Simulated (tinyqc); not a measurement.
# Inputs raised by 5 %, one at a time

Model: precursor delivery by bubblers, mass-transport growth and the solid composition of a III-V alloy. Computed by tinyqc, a small Python program. Command: `OMP_NUM_THREADS=1 python tinyqc.py 3025047 3025048 out.jsonl movpe_thermo sens`. One thread of a shared host (Intel(R) Xeon(R) Processor @ 2.30GHz), about 0.01 s of CPU time with the checks.

1 sccm = 44.615 micromol/min; 1 torr = 133.322 Pa. The sources decompose fully at the surface.

Inputs (values chosen for the exercise, modelled on triethylgallium (source 1) and trimethylindium (source 2) for the vapour pressures):
```
quantity                                                                                                  value        unit
bath temperature T1                                                                                         300           K
bath temperature T2                                                                                         307           K
bubbler pressure p_b                                                                                        600        torr
carrier flow F1                                                                                             140        sccm
carrier flow F2                                                                                              43        sccm
total flow F_t                                                                                              8.8         slm
group-V flow F_V                                                                                            110        sccm
reactor pressure p                                                                                           76        torr
growth temperature T                                                                                        910           K
diffusivity at 273 K and 760 torr                                                                          0.34      cm^2/s
flow cross-section A                                                                                         15        cm^2
distance from the leading edge z                                                                             14          cm
lattice constant a                                                                                            6    angstrom
interaction L0 of the solid                                                                                19.7      kJ/mol
log10 of p_B,eq over pure BC at 1000 K and 1 torr of group V (exaggerated: liquid indium has about -4.1)   -3.5  log10 torr
enthalpy of that equilibrium H                                                                              257      kJ/mol
```

Alloy: mixing on the group-III sites, with desorption of B.

constants a, b of source 1 (log10 torr, K): 8.061  2162

constants a, b of source 2 (log10 torr, K): 10.56  3014

Constants: k_B = 1.380649e-23 J/K; R = 8.314462618 J/(mol K).

Method:
- log10 p_v = a - b/T_bath; molar flow = F x 44.615 x p_v/(p_b - p_v) for a saturated bubbler.
- p_i = p n_i/(44615 F_t), F_t in slm; p_V = p F_V/(1000 F_t), counted per molecule supplied; V/III = 44.615 F_V/(n1 + n2); vapour fraction of source 2 = n2/(n1 + n2).
- Mean velocity u = (F_t/A)(760/p)(T/273); D = D0 (T/273)^1.75 (760/p); boundary layer delta = sqrt(pi D z/u); flux = D dp/(delta k_B T); growth rate = flux x a^3/4.
- A sticks fully. B desorbs: its surface pressure is p_B* = x gamma_B K/sqrt(p_V), ln gamma_B = L0 (1 - x)^2/(R T), K = 10^(log10 K at 1000 K) exp[-(H/R)(1/T - 1/1000)], p_V in torr. With equal diffusivities x = (p_2 - p_B*)/(p_1 + p_2 - p_B*). Growth rate = rate per torr x p_1/(1 - x).

Runs; columns: (1) input moved; (2) from; (3) to; (4) vapour fraction of source 2; (5) solid fraction x; (6) growth rate (micrometre/h); (7) share of B incorporated, 1 - p_B*/p_2:
```
(1)                                    (2)     (3)      (4)      (5)     (6)      (7)
base run                                 -       -  0.19141  0.19069  5.3504  0.99536
bath temperature T2 (K)                307  322.35  0.41429  0.41392  7.3883  0.99850
bubbler pressure p_b (torr)            600     630  0.19143  0.19067  5.0926  0.99513
total flow F_t (slm)                   8.8    9.24  0.19141  0.19063  5.2211  0.99501
group-V flow F_V (sccm)                110   115.5  0.19141  0.19071  5.3505  0.99547
reactor pressure p (torr)               76    79.8  0.19141  0.19074  5.3507  0.99569
growth temperature T (K)               910   955.5  0.19141  0.18807  5.4316  0.97852
interaction L0 of the solid (kJ/mol)  19.7  20.685  0.19141  0.19062  5.3500  0.99495
```

Exponents ln(y'/y) / ln(x'/x):
```
input                        vapour fraction of source 2  solid fraction x  growth rate  share of B incorporated, 1 - p_B*/p_2
bath temperature T2                               15.826            15.885        6.615                                  0.065
bubbler pressure p_b                               0.002            -0.002       -1.012                                 -0.005
total flow F_t                                     0.000            -0.006       -0.501                                 -0.007
group-V flow F_V                                   0.000             0.002        0.000                                  0.002
reactor pressure p                                 0.000             0.005        0.001                                  0.007
growth temperature T                               0.000            -0.284        0.309                                 -0.350
interaction L0 of the solid                        0.000            -0.007       -0.002                                 -0.008
```

Among the inputs moved here: vapour fraction of source 2 answers most in size to bath temperature T2 (exponent +15.826); its exponent is below 0.0005 for total flow F_t, group-V flow F_V, reactor pressure p, growth temperature T, interaction L0 of the solid. Solid fraction x answers most in size to bath temperature T2 (exponent +15.885), next to growth temperature T (-0.284). Growth rate answers most in size to bath temperature T2 (exponent +6.615), next to bubbler pressure p_b (-1.012); its exponent is below 0.0005 for group-V flow F_V. Its exponent -0.501 in total flow F_t: dilution as 1/F_t against a thinner boundary layer. Its exponent 0.000 in group-V flow F_V: group III limits the rate. Share of B incorporated, 1 - p_B*/p_2 answers most in size to growth temperature T (exponent -0.350), next to bath temperature T2 (+0.065).

Caution (all rows): the boundary layer is a quarter or more of the root of the cross-section, so it fills much of the channel and depletion along the flow matters. Caution (rows bath temperature T2): x lies inside the spinodal of the bulk alloy, 2 L0 x (1 - x) > R T; only kinetics or coherency strain keep such a layer uniform.

Extremes, crossings and ranges named in words are read from the listed rows.
